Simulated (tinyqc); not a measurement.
From mobility mu back to electron density n: electron mobility of a polar semiconductor by Rode's iterative solution of the Boltzmann equation. Computed by tinyqc, a small Python program. Command: `OMP_NUM_THREADS=1 python tinyqc.py 3011090 3011091 out.jsonl rode inv`. One thread of a shared host (Intel(R) Xeon(R) Processor @ 2.30GHz), about 0.03 s of CPU time with the checks.

The distribution is f(E) + e F l(E) (-df/dE) cos(theta) for a weak field F, theta counted from the force; l(E) is a mean free path. Elastic processes enter by their momentum rate, polar optical phonons by out- and in-scattering terms. One valley only: where upper valleys lie close, measured mobilities are lower. The density n is prescribed, even where a narrow-gap material would have more intrinsic carriers.

Inputs (values chosen for the exercise, modelled on InSb):
```
quantity                              value    unit
effective mass m                     0.0138     m_0
non-parabolicity alpha                  5.6    1/eV
static permittivity eps_s              16.8       -
high-frequency permittivity eps_inf    15.7       -
density rho                            5780  kg/m^3
sound velocity v_l                     3880     m/s
acoustic deformation potential D_A       10      eV
optical phonon energy hbar w           24.7     meV
compensation ratio C                   0.42       -
temperature T                           100       K
grid points per phonon energy s           8       -
iteration cap                           200       -
```

Band: Kane. Elastic processes: acoustic, impurity.

Constants: k_B = 8.617333262e-05 eV/K; m_0 = 9.1093837015e-31 kg; e = 1.602176634e-19 C; hbar = 1.054571817e-34 J s; eps_0 = 8.8541878128e-12 F/m; k_B = 1.380649e-23 J/K; hbar = 6.582119569e-16 eV s.

Method:
- Kane band: hbar^2 k^2/(2 m) = E (1 + alpha E), speed v = hbar k/(m (1 + 2 alpha E)), states per spin, volume and energy g(E) = m k (1 + 2 alpha E)/(2 pi^2 hbar^2); overlap factors are set to 1. Masses are multiplied by m_0 and all formulas are in SI units.
- The reduced Fermi level eta = E_F/(k_B T) solves n = 2 Z int g f dE with f = 1/(1 + exp(x - eta)) (Z = 1 unless valleys are given); screening length L_s = sqrt(eps_s eps_0 k_B T/(e^2 dn/deta)), dn/deta = 2 Z int g f (1 - f) dE.
- Integrals over x = E/(k_B T) use 160 Gauss-Legendre points in u = sqrt(x) from 0 to sqrt(max(eta, 0) + 32).
- N_I = n (1 + C)/(1 - C).
- Phonon occupation N_q = 1/(exp(hbar w/(k_B T)) - 1).
- Acoustic deformation potential (elastic, equipartition, absorption and emission together): 1/tau = 2 pi k_B T D_A^2 g(E)/(hbar rho v_l^2).
- Singly charged impurities, momentum relaxation: 1/tau = N_I e^4 m (1 + 2 alpha E) Phi/(8 pi (eps_s eps_0)^2 hbar^3 k^3), with alpha = 0 for a parabolic band.
- Brooks-Herring: Phi = ln(1 + b) - b/(1 + b), b = 4 k^2 L_s^2.
- Polar optical, unscreened: W = e^2 w (1/eps_inf - 1/eps_s) m (1 + 2 alpha E') ln|(k + k')/(k - k')| / (4 pi eps_0 hbar^2 k), times N_q for absorption (E' = E + hbar w) and N_q + 1 for emission (E' = E - hbar w > 0), with alpha = 0 for a parabolic band; mean cosine of the angle <cos> = (k^2 + k'^2)/(2 k k') - 1/ln|(k + k')/(k - k')|.
- Energy grid E_j = (j + 1/2) hbar w/s, j = 0, 1, ..., up to (max(eta, 0) + 18) k_B T, so that E_j +/- hbar w are grid points; l = 0 beyond the grid; integrals are sums times the spacing.
- With f' = f(E'): out-scattering S_o = sum over absorption and emission of W (1 - f')/(1 - f); nu = sum of elastic rates; the in-scattering weights are c+ = W_abs <cos> (1 - f')/(1 - f) for E' = E + hbar w and c- likewise for emission.
- Iteration: l_new(E) = [v(E) + c+ l(E + hbar w) + c- l(E - hbar w)]/(nu + S_o), from l = 0.
- mu = e sum g v l f (1 - f) / (3 k_B T sum g f) over the grid; stop when mu changes by less than 1e-8 of itself.

Task: A run gave the result below. Find the electron density n, known to lie between 2.4e+17 and 5e+17 1/cm^3.

mobility mu = 13745.24 cm^2/(V s)

Result:

Each step takes the trial c = (a f_b - b f_a)/(f_b - f_a), f being the result less the target and a, b, c the logarithms of the listed values; c replaces end b, the old b replaces a if the sign of f changed, and otherwise f_a is halved.

Scan of the range:
```
electron density n (1/cm^3)  mobility mu (cm^2/(V s))
2.40e+17                                      16531.5
2.71e+17                                      15526.9
3.07e+17                                      14545.8
3.46e+17                                      13651.7
3.91e+17                                      12783.3
4.42e+17                                      11957.5
5.00e+17                                      11171.3
```

False position (Illinois rule, in the logarithm of the input) inside the bracket:
```
step        end a        end b        trial  mobility mu (cm^2/(V s))
1     3.07000e+17  3.46000e+17  3.41698e+17                   13743.1
2     3.07000e+17  3.41698e+17  3.41507e+17                   13747.2
3     3.41698e+17  3.41507e+17  3.41600e+17                   13745.2
4     3.41507e+17  3.41600e+17  3.41600e+17                   13745.2
```

Mobility mu falls at every point of a 13-point scan of the range (every second point is shown), so one value fits; it is bracketed by 3.07e17 and 3.46e17. Answer: electron density n = 3.416e17 1/cm^3.

Caution: the gas is degenerate, and screening of the polar coupling, left out here, would raise the mobility.
